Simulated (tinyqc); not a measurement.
Kane-Mele model of a buckled honeycomb layer in a normal field: one step. Levels and curvature at distance q.

Sublattices A and B lie at +/-b, so the field gives them the energies +/-D, D = e b Ez (in eV for b in angstrom and Ez in V/angstrom); 2 lam is the gap at zero field. Near the valleys tau = +/-1, for spin sz = +/-1: H = hbar v (tau qx sx + qy sy) + m sz_AB with m = D - tau sz lam, hbar v = (sqrt3/2) a t. On the lattice the spin-orbit term is the second-neighbour hopping i (lam/3 sqrt3) nu sz, nu = +/-1 by the sense of the turn. The filled band of one cone contributes tau sign(m)/2 to the Chern number, in the sense Omega = curl of i<u|grad u>. Rashba terms are left out.

Parameters, chosen for this exercise (out of a larger set: of the size used for stanene; not measured data): q = 0.046 1/angstrom (distance from K along x).

Flavours:
```
tau  sz    m (meV)  gap (meV)  mass (m0)  share of C
1     1  -34.40000   68.80000  0.0082720      -0.500
1    -1  143.60000  287.20000  0.0345308       0.500
-1    1  143.60000  287.20000  0.0345308      -0.500
-1   -1  -34.40000   68.80000  0.0082720       0.500
```

hbar v = 5.629252 eV angstrom

Problem. E = sqrt(m^2 + (hbar v q)^2); curvature of the filled band Omega = tau (hbar v)^2 m/(2 E^3).

Give: At q.

Solution.

At q:
```
tau  sz  E (meV)  Omega (angstrom^2)
1     1  261.221              -30.58
1    -1  296.098               87.64
-1    1  296.098              -87.64
-1   -1  261.221               30.58
```

In each valley the two spins differ by 34.877 meV, with opposite order in the other valley.

Run: tinyqc, `OMP_NUM_THREADS=1 python tinyqc.py 1482732 1482733 out.jsonl`; Intel(R) Xeon(R) Processor @ 2.30GHz, one thread, shared host; about 0.01 s of CPU time with all checks.
